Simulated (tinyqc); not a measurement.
# Worked calculation: tunnelling through a two-layer gate stack, WKB transmission and Tsu-Esaki current

tinyqc, about 0.03 s, one thread, Intel Xeon 2.30GHz (shared host): `OMP_NUM_THREADS=1 python tinyqc.py 2540080 2540081 out.jsonl` Printed values are rounded.

Electrons leave the emitter at x = 0. Energies E (motion across the layers) are in eV from the emitter Fermi level; the collector Fermi level lies at -V and offers states at every E. No charge in the dielectric and no image force: F1 = V/(t1 + t2 eps1/eps2), F2 = F1 eps1/eps2; U = phi1 - F1 x in layer 1 and phi2 - F1 t1 - F2 (x - t1) in layer 2. With C = hbar^2/(2 m0), kappa = sqrt(m (U - E)/C) where U > E and 0 elsewhere; T(E) = exp(-S), S = 2 times the integral of kappa over x.

Inputs (values chosen for the exercise); layer 1 close to silicon dioxide, layer 2 close to hafnium oxide:
- T = 300 K (temperature)
- Ef = 0.19 eV (Fermi energy of the emitter above its band bottom)
- me = 1 m0 (emitter mass in the supply function)
- phi1 = 3.2 eV (barrier of layer 1 above the emitter Fermi level at zero bias)
- m1 = 0.52 m0 (tunnelling mass of layer 1)
- t1 = 0.8 nm (thickness of layer 1)
- eps1 = 3.86 (relative permittivity of layer 1)
- phi2 = 1.53 eV (barrier of layer 2 at zero bias)
- m2 = 0.19 m0 (tunnelling mass of layer 2)
- t2 = 3.5 nm (thickness of layer 2)
- eps2 = 21.3 (relative permittivity of layer 2)
- V = 0.5 V (voltage across the dielectric)
- E = 0 eV (energy of the electron followed)
- nc = 6 (cells in each layer)
- Ea = -0.19 eV (lower end of the energy grid)
- Eb = 0.3 eV (upper end of the energy grid)
- nE = 11 (points of the energy grid)

Constants: q = 1.602176634e-19 C, kB = 1.380649e-23 J/K, hbar = 1.054571817e-34 J s, m0 = 9.1093837015e-31 kg, Vt = kB T/q, hbar^2/(2 m0) = 0.0380998212 eV nm^2. Results are converted to the units shown.

## Fields and band edges

F1 = V/(t1 + t2 eps1/eps2), F2 = F1 eps1/eps2; U = phi1 - F1 x in layer 1 and phi2 - F1 t1 - F2 (x - t1) in layer 2. EOT = 3.9 (t1/eps1 + t2/eps2).

F1 = 3.48609 MV/cm
F2 = 0.631751 MV/cm
U at the end of layer 1 = 2.92111 eV
U at the start of layer 2 = 1.25111 eV
U at the end of layer 2 = 1.03 eV
EOT = 1.44914 nm

## WKB exponent by the midpoint rule

Cut each layer into nc equal cells, take U and kappa at the cell centres, and sum S = 2 sum kappa h.

```
cell,x (nm),U (eV),kappa (1/nm)
0,0.06667,3.17676,6.58465
1,0.20000,3.13028,6.53630
2,0.33333,3.08380,6.48759
3,0.46667,3.03732,6.43851
4,0.60000,2.99083,6.38905
5,0.73333,2.94435,6.33921
6,1.09167,1.23269,2.47937
7,1.67500,1.19583,2.44203
8,2.25833,1.15898,2.40411
9,2.84167,1.12213,2.36558
10,3.42500,1.08528,2.32641
11,4.00833,1.04843,2.28657
```

S = 27.0282
T(E) = 1.82736e-12

## WKB exponent in closed form

Each layer adds (2/F) sqrt(m/C) [G(u at its left edge) - G(u at its right edge)] to S, with u = U - E (0 where negative) and G(u) = (2/3) u^1.5. The slope follows from 1/d = -dS/dE.

S = 27.0279
T(E) = 1.82774e-12
energy d over which T(E) grows by a factor e = 0.11090 eV

The midpoint rule gives S = 27.028, so its T(E) is 0.021 % below this value. The band edge stays above E through the whole stack: direct tunnelling through a trapezoid.

## Current density on a coarse energy grid

J = J0 times the integral of T(E) N(E) dE, N = ln[(1 + exp(-E/Vt))/(1 + exp((-E - V)/Vt))], J0 = q^2 me m0 kB T/(2 pi^2 hbar^3) (times 1e-4 for A/cm^2 per eV), by Simpson's rule on nE equally spaced points from Ea to Eb.

```
point,E (eV),T(E),N,T(E) N
0,-0.190000,3.49416e-13,7.35016,2.56827e-12
1,-0.141000,5.29719e-13,5.45839,2.89141e-12
2,-0.092000,8.08799e-13,3.58680,2.90100e-12
3,-0.043000,1.24424e-12,1.83686,2.28550e-12
4,0.006000,1.92947e-12,0.583820,1.12646e-12
5,0.055000,3.01753e-12,0.112556,3.39642e-13
6,0.104000,4.76202e-12,0.0177426,8.44908e-14
7,0.153000,7.58798e-12,0.00268615,2.03824e-14
8,0.202000,1.22169e-11,4.04075e-4,4.93654e-15
9,0.251000,1.98902e-11,6.07257e-5,1.20785e-15
10,0.300000,3.27760e-11,9.12473e-6,2.99072e-16
```

J0 = 4.18366e8 A/(cm^2 eV)
J = 2.25191e-4 A/cm^2

The integrand peaks at E = -0.0920 eV among these points. A converged quadrature from -Ef to above the barrier gives 2.249e-4 A/cm^2; this grid is 0.11 % above that.
